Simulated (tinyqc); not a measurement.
# Changing the pipe diameter d

Model: gas flow in a process chamber: flow regimes, conductance, effective pumping speed, pump-down, outgassing and purge. Computed by tinyqc, a small Python program. Command: `OMP_NUM_THREADS=1 python tinyqc.py 3120548 3120549 out.jsonl pump sweep`. One thread of a shared host (Intel(R) Xeon(R) Processor @ 2.30GHz), about 0.01 s of CPU time with the checks.

Ideal gas, isothermal flow, a pump of constant speed at the end of a round pipe; process gas, volume gas and outgassing are given the same properties. 1 sccm = 101325 Pa x 1e-6 m^3/60 s x T/273.15 K.

Inputs (values chosen for the exercise, modelled on hydrogen near room temperature):

| quantity | value | unit |
|---|---|---|
| molar mass M | 2.016 | g/mol |
| molecular diameter | 0.27 | nm |
| viscosity eta | 8.9 | micropascal s |
| temperature T | 350 | K |
| chamber volume V | 58 | L |
| wall area | 0.31 | m^2 |
| pipe length l | 310 | cm |
| pump speed S | 330 | L/s |
| process gas flow | 280 | sccm |
| outgassing rate after 1 h | 7.8e-07 | Pa m^3/(s m^2) |
| outgassing exponent n | 0.87 | - |
| target base pressure | 2e-05 | Pa |

Constants: k_B = 1.380649e-23 J/K; u = 1.6605390666e-27 kg.

Method:
- Mean speed c = sqrt(8 k_B T/(pi m)); aperture conductance C_a = c pi d^2/16; molecular pipe C_m = C_a/(1 + 3 l/(4 d)) (Dushman form); viscous pipe C_v = pi d^4 p_mean/(128 eta l); Knudsen interpolation C = C_v + C_m (1 + x)/(1 + 1.24 x), x = d p_mean sqrt(m/(k_B T))/eta.
- Effective speed 1/S_eff = 1/S + 1/C_m; time constant V/S_eff; pressure at which the free path k_B T/(sqrt2 pi d_m^2 p) equals d.
- Steady flow: the pump inlet is at p_2 = Q/S, and the chamber pressure p_1 solves Q = C((p_1 + p_2)/2) (p_1 - p_2). Residence time = p_1 V/Q.
- Knudsen number = free path at the mean pressure over d.
- From the outgassing limit: t = 1 h x (q_1 A/(S_eff p_target))^(1/n) - 10 s; monolayer time at the target = 1e19 m^-2 x 4 k_B T/(p c) for unit sticking.

One run for each value:

| pipe diameter d (cm) | S_eff in molecular flow (L/s) | chamber pressure p_1 (Pa) | time to the target (h) | C_m (L/s) |
|---|---|---|---|---|
| 1.6 | 6.5735e-01 | 135.46 | 2.8415e+01 | 6.5866e-01 |
| 2.5 | 2.4841e+00 | 53.72 | 6.1624e+00 | 2.5030e+00 |
| 3.8 | 8.5161e+00 | 22.36 | 1.4932e+00 | 8.7416e+00 |
| 5.8 | 2.8189e+01 | 9.31 | 3.7514e-01 | 3.0822e+01 |
| 8.9 | 8.2464e+01 | 4.19 | 1.0727e-01 | 1.0994e+02 |
| 14.0 | 1.8462e+02 | 2.40 | 4.0799e-02 | 4.1906e+02 |
| 32.0 | 3.0819e+02 | 1.86 | 2.1402e-02 | 4.6637e+03 |

Give the missing row, pipe diameter d (cm) = 21.0.

Computed row:
```
pipe diameter d (cm)  S_eff in molecular flow (L/s)  chamber pressure p_1 (Pa)  time to the target (h)   C_m (L/s)
21.0                                     2.6614e+02                       1.97              2.5843e-02  1.3753e+03
```

Interpolating between the two neighbouring rows (the first column on a logarithmic scale, the others too where they are positive) misses most in time to the target (h), by 15 %. Over the rows, S_eff in molecular flow (L/s) rises from 0.657 to 308 (exponent d ln y / d ln x 3.0 between the first rows and 0.35 between the last); chamber pressure p_1 (Pa) falls from 135 to 1.86 (exponent d ln y / d ln x -2.1 between the first rows and -0.13 between the last); time to the target (h) falls from 28.4 to 0.0214 (exponent d ln y / d ln x -3.4 between the first rows and -0.45 between the last). At the low end the exponent of S_eff in molecular flow is 2.98, close to 3: a long pipe in molecular flow.

Caution (rows 1.60, 2.50): S over the pipe area exceeds 0.3 of the mean molecular speed: the pipe end cannot pass this speed without choking, so p_2 = Q/S and the conductance formulas are only formal.
